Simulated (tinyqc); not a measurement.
Input admittance of a MOSFET at zero drain bias: distributed channel and distributed gate: two steps of the calculation.

Source and drain grounded, strong inversion, w = 2 pi f, Cox = eps0 eox/tox. The channel is an RC line of resistance 1/(mu Cox Vo) per square fed from both ends, so one finger has the intrinsic admittance y = i w Cox L tanh(g)/g per width, g = (1/2) sqrt(i w tau), tau = L^2/(mu Vo). The vertical resistance rv/L is in series with y, the overlaps 2 i w Cov in parallel: y_t = 1/(1/y + rv/L) + 2 i w Cov. The gate strip is a line of Rsh/L per length loaded by y_t, so a finger has Y = y_t Wf tanh(k)/k, k = (Wf/sd) sqrt(y_t Rsh/L); the device has Nf Y.

Inputs (values chosen for the exercise); values of the order met in silicon radio-frequency transistors: relative permittivity of the gate insulator (close to silicon dioxide) eox = 3.9; insulator thickness tox = 5.6 nm; channel length L = 0.28 um; finger width Wf = 15 um; number of fingers Nf = 32; channel mobility mu = 100 cm^2/(V s); gate overdrive Vo = 0.3 V; sheet resistance of the gate Rsh = 25 ohm/square; vertical resistivity of the gate stack rv = 11 ohm um^2; number of ends at which a finger is contacted sd = 2; overlap and fringe capacitance on each side Cov = 0.21 fF/um; frequency f = 26 GHz.

Constants: eps0 = 8.8541878128e-14 F/cm where lengths are in cm. Results are converted to the units shown.

Task 1. Low-frequency resistances and capacitance. Low-frequency limits, with c = Cox L and ct = c + 2 Cov: R_strip = Rsh Wf/(3 sd^2 L Nf), R_ch = (c/ct)^2 L/(12 mu Cox Vo Wf Nf), R_vert = (c/ct)^2 rv/(L Wf Nf), C = ct Wf Nf.

Give: parts; sum; C; 1/(2 pi R C).

Result 1.

parts (ohm): strip 3.4877, channel 1.7001, vertical 0.052951
sum = 5.2407 ohm
C = 1030.4 fF
1/(2 pi R C) = 29.474 GHz

The strip term is the largest, 66.6 % of the sum.

Task 2. Input impedance of the device. k and Y as defined; Z = 1/(Nf Y) = R + 1/(i w C); Q = |Im Z|/R; signal at the point farthest from a contact |1/cosh k|.

y_t = 86.82779+312.91929i uS/um

Wanted: k; Nf Y; R; C; Q; signal at the far point.

Result 2.

k = 1.0166+0.7729i
Nf Y = 74.401+95.772i mS
R = 5.0586 ohm
C = 940.06 fF
Q = 1.2872
signal at the far point = 0.71522

tinyqc, about 0.01 s, one thread, Intel Xeon 2.30GHz (shared host): `OMP_NUM_THREADS=1 python tinyqc.py 2262153 2262154 out.jsonl`
